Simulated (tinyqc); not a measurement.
Diameter from the threshold shift.

Problem. Undoped body with a flat potential across it, hard walls, transport along x. One isotropic valley (g = 1, mx = my = mz = me). Non-parabolicity enters the subband edges through E (1 + al E) = gamma, so E = 2 gamma/(1 + sqrt(1 + 4 al gamma)); motion within a subband is taken as parabolic with the band-edge mass. Energies are counted from the bulk band edge. gamma = C (2 z/(t + dl))^2 (1/my + 1/mz)/2, z the zeros of the Bessel functions J_l (2.404826, 3.831706, 5.135622, 5.520078, ...), twofold for l > 0; the mean inverse mass is an approximation for anisotropic valleys, C = hbar^2/(2 m0). Each subband has N_k = g sqrt(2 mx m0 kB T/(pi hbar^2)); without degeneracy n = exp(EF/Vt) sum N_k exp(-E_k/Vt). Classical value Nc times pi t^2/4, Nc = sum over valleys of 2 g (m m0 kB T/(2 pi hbar^2))^1.5 with m = (mx my mz)^(1/3). Threshold shift dVT = Vt ln(classical value/sum N_k exp(-E_k/Vt)). Find t and the lowest subband edge.

Inputs (values chosen for the exercise); masses close to those of In0.53Ga0.47As: temperature T = 300 K; mass at the band edge me = 0.0412 m0; non-parabolicity al = 1.3 1/eV; widening of the box by penetration into the insulator dl = 0.3 nm.

Constants: q = 1.602176634e-19 C, kB = 1.380649e-23 J/K, hbar = 1.054571817e-34 J s, m0 = 9.1093837015e-31 kg, Vt = kB T/q, hbar^2/(2 m0) = 0.0380998212 eV nm^2. Results are converted to the units shown.

dVT = 472.74700 mV

Solution. dVT is evaluated for trial values of t with all subbands; between 1.5 and 25 nm one value matches.

t = 4.40 nm
E_1 = 560 meV

Numbers from tinyqc (`OMP_NUM_THREADS=1 python tinyqc.py 2350099 2350100 out.jsonl`; about 0.1 s on one thread of a shared Intel Xeon 2.30GHz).
